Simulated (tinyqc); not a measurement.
UHF in the 3-21g basis, for H2+, spin multiplicity 2, step by step (part 2 of 2). Computed by tinyqc, a small Python program that keeps every step (integrals from PySCF). Command: `OMP_NUM_THREADS=1 python tinyqc.py 27590 27591 out.jsonl` (the two numbers bound the seeds that draw the settings). One thread of a shared host (Intel(R) Xeon(R) Processor @ 2.60GHz), about 0.04 s of CPU time with the checks.

Geometry (angstrom):
```
atom        x        y        z
H     0.00000  0.00000  0.00000
H     0.00000  0.00000  0.95700
```

## Iteration 4: diagonalisation and new density

extrapolated F(alpha) (hartree), order 1H 1s, 1H 2s, 2H 1s, 2H 2s:
$$\begin{pmatrix}
-0.49895 & -0.83906 & -0.61482 & -0.69142 \\
-0.83906 & -0.79174 & -0.69143 & -0.74469 \\
-0.61482 & -0.69143 & -0.49893 & -0.83911 \\
-0.69142 & -0.74469 & -0.83911 & -0.79178
\end{pmatrix}$$

extrapolated F(beta) (hartree), order 1H 1s, 1H 2s, 2H 1s, 2H 2s:
$$\begin{pmatrix}
0.00339 & -0.41662 & -0.28642 & -0.32338 \\
-0.41662 & -0.38113 & -0.32340 & -0.35569 \\
-0.28642 & -0.32340 & 0.00329 & -0.41666 \\
-0.32338 & -0.35569 & -0.41666 & -0.38116
\end{pmatrix}$$

X, order 1H 1s, 1H 2s, 2H 1s, 2H 2s:
$$\begin{pmatrix}
1.24018 & -0.48211 & -0.03828 & 0.03078 \\
-0.48211 & 1.65124 & 0.03078 & -0.67224 \\
-0.03828 & 0.03078 & 1.24018 & -0.48211 \\
0.03078 & -0.67224 & -0.48211 & 1.65124
\end{pmatrix}$$

Diagonalise F' = X^T F X, C = X C', fill 1 alpha and 0 beta electrons from the bottom; D(s) = C_occ C_occ^T. Each column has its largest component positive (the first on a tie).

F' = X^T F X (alpha) (hartree):
$$\begin{pmatrix}
0.05459 & -0.66345 & -0.31603 & -0.16612 \\
-0.66345 & -0.10930 & -0.16612 & -0.23763 \\
-0.31603 & -0.16612 & 0.05467 & -0.66353 \\
-0.16612 & -0.23763 & -0.66353 & -0.10933
\end{pmatrix}$$

orbital energies (alpha) (hartree): MO1 -1.13489, MO2 -0.26243, MO3 0.52654, MO4 0.76141

coefficients C (alpha), order 1H 1s, 1H 2s, 2H 1s, 2H 2s:
$$\begin{pmatrix}
0.35387 & -0.27332 & 0.83622 & 0.93472 \\
0.28212 & -1.06789 & -0.70846 & -1.30000 \\
0.35387 & 0.27326 & 0.83580 & -0.93512 \\
0.28222 & 1.06790 & -0.70781 & 1.30032
\end{pmatrix}$$

F' = X^T F X (beta) (hartree):
$$\begin{pmatrix}
0.41659 & -0.50179 & -0.17267 & -0.04060 \\
-0.50179 & 0.02558 & -0.04061 & -0.13547 \\
-0.17267 & -0.04061 & 0.41648 & -0.50179 \\
-0.04060 & -0.13547 & -0.50179 & 0.02556
\end{pmatrix}$$

orbital energies (beta) (hartree): MO1 -0.50352, MO2 -0.13333, MO3 0.63749, MO4 0.88357

coefficients C (beta), order 1H 1s, 1H 2s, 2H 1s, 2H 2s:
$$\begin{pmatrix}
0.24085 & 0.18069 & 0.87512 & -0.95729 \\
0.37276 & 1.18979 & -0.66467 & 1.18976 \\
0.24091 & -0.18068 & 0.87543 & 0.95699 \\
0.37288 & -1.18972 & -0.66511 & -1.18956
\end{pmatrix}$$

D(alpha) after iteration 4, order 1H 1s, 1H 2s, 2H 1s, 2H 2s:
$$\begin{pmatrix}
0.12523 & 0.09983 & 0.12522 & 0.09987 \\
0.09983 & 0.07959 & 0.09983 & 0.07962 \\
0.12522 & 0.09983 & 0.12522 & 0.09987 \\
0.09987 & 0.07962 & 0.09987 & 0.07965
\end{pmatrix}$$

D(beta) after iteration 4, order 1H 1s, 1H 2s, 2H 1s, 2H 2s:
$$\begin{pmatrix}
0.00000 & 0.00000 & 0.00000 & 0.00000 \\
0.00000 & 0.00000 & 0.00000 & 0.00000 \\
0.00000 & 0.00000 & 0.00000 & 0.00000 \\
0.00000 & 0.00000 & 0.00000 & 0.00000
\end{pmatrix}$$

## Iteration 6 (converged): orbitals

converged F(alpha) (hartree), order 1H 1s, 1H 2s, 2H 1s, 2H 2s:
$$\begin{pmatrix}
-0.49876 & -0.83876 & -0.61452 & -0.69106 \\
-0.83876 & -0.79147 & -0.69106 & -0.74437 \\
-0.61452 & -0.69106 & -0.49876 & -0.83876 \\
-0.69106 & -0.74437 & -0.83876 & -0.79147
\end{pmatrix}$$

converged F(beta) (hartree), order 1H 1s, 1H 2s, 2H 1s, 2H 2s:
$$\begin{pmatrix}
0.00319 & -0.41673 & -0.28646 & -0.32346 \\
-0.41673 & -0.38123 & -0.32346 & -0.35576 \\
-0.28646 & -0.32346 & 0.00318 & -0.41673 \\
-0.32346 & -0.35576 & -0.41673 & -0.38123
\end{pmatrix}$$

As before.

F' = X^T F X (alpha) (hartree):
$$\begin{pmatrix}
0.05459 & -0.66328 & -0.31592 & -0.16591 \\
-0.66328 & -0.10933 & -0.16591 & -0.23755 \\
-0.31592 & -0.16591 & 0.05459 & -0.66327 \\
-0.16591 & -0.23755 & -0.66327 & -0.10933
\end{pmatrix}$$

orbital energies (alpha) (hartree): MO1 -1.13439, MO2 -0.26254, MO3 0.52618, MO4 0.76127

coefficients C (alpha), order 1H 1s, 1H 2s, 2H 1s, 2H 2s:
$$\begin{pmatrix}
0.35386 & -0.27332 & 0.83601 & -0.93491 \\
0.28218 & -1.06785 & -0.70813 & 1.30019 \\
0.35386 & 0.27332 & 0.83602 & 0.93491 \\
0.28217 & 1.06786 & -0.70814 & -1.30019
\end{pmatrix}$$

F' = X^T F X (beta) (hartree):
$$\begin{pmatrix}
0.41638 & -0.50181 & -0.17267 & -0.04062 \\
-0.50181 & 0.02553 & -0.04062 & -0.13548 \\
-0.17267 & -0.04062 & 0.41637 & -0.50181 \\
-0.04062 & -0.13548 & -0.50181 & 0.02553
\end{pmatrix}$$

orbital energies (beta) (hartree): MO1 -0.50365, MO2 -0.13340, MO3 0.63740, MO4 0.88346

coefficients C (beta), order 1H 1s, 1H 2s, 2H 1s, 2H 2s:
$$\begin{pmatrix}
0.24092 & 0.18074 & 0.87526 & -0.95713 \\
0.37278 & 1.18969 & -0.66490 & 1.18973 \\
0.24093 & -0.18074 & 0.87527 & 0.95712 \\
0.37279 & -1.18969 & -0.66492 & -1.18972
\end{pmatrix}$$

D(alpha) after iteration 6, order 1H 1s, 1H 2s, 2H 1s, 2H 2s:
$$\begin{pmatrix}
0.12522 & 0.09985 & 0.12522 & 0.09985 \\
0.09985 & 0.07963 & 0.09985 & 0.07962 \\
0.12522 & 0.09985 & 0.12522 & 0.09985 \\
0.09985 & 0.07962 & 0.09985 & 0.07962
\end{pmatrix}$$

D(beta) after iteration 6, order 1H 1s, 1H 2s, 2H 1s, 2H 2s:
$$\begin{pmatrix}
0.00000 & 0.00000 & 0.00000 & 0.00000 \\
0.00000 & 0.00000 & 0.00000 & 0.00000 \\
0.00000 & 0.00000 & 0.00000 & 0.00000 \\
0.00000 & 0.00000 & 0.00000 & 0.00000
\end{pmatrix}$$

## Convergence

Stop when the energy changes by less than 1e-08 hartree and every element of the error matrix X^T (F D S - S D F) X (for each spin) is below 3e-05.

Course of the cycle:
```
iteration  E (hartree)     change  largest element of the error matrix
1            0.1888959          -                             3.24e-01
2           -0.5373267  -7.26e-01                             1.33e-01
3           -0.5804991  -4.32e-02                             1.36e-02
4           -0.5813477  -8.49e-04                             4.18e-03
5           -0.5814392  -9.15e-05                             1.87e-05
6           -0.5814392  -9.87e-10                             4.54e-06
```

PySCF UHF in the same basis, after a stability check = -0.5814392 hartree

Converged in 6 iterations.

## Populations, bond orders and dipole

overlap S, order 1H 1s, 1H 2s, 2H 1s, 2H 2s:
$$\begin{pmatrix}
1.00000 & 0.64590 & 0.22763 & 0.39387 \\
0.64590 & 1.00000 & 0.39387 & 0.74114 \\
0.22763 & 0.39387 & 1.00000 & 0.64590 \\
0.39387 & 0.74114 & 0.64590 & 1.00000
\end{pmatrix}$$

Mulliken: Z minus the diagonal of D S on the atom; Loewdin: the same with S^(1/2) D S^(1/2); Mayer order: 2 sum_s sum (D(s) S)_ij (D(s) S)_ji over the two atoms.

Charges (e):
```
atom  Mulliken  Loewdin  Mulliken spin
1H     0.50000  0.50000        0.50000
2H     0.50000  0.50000        0.50000
```

Mayer bond orders:
```
pair    order
2-1   0.50000
```

dipole moment about the origin, x y z (debye): [0.00000, 0.00000, 2.29835]

<S^2> of the determinant (pure state: 0.75) = 0.75000
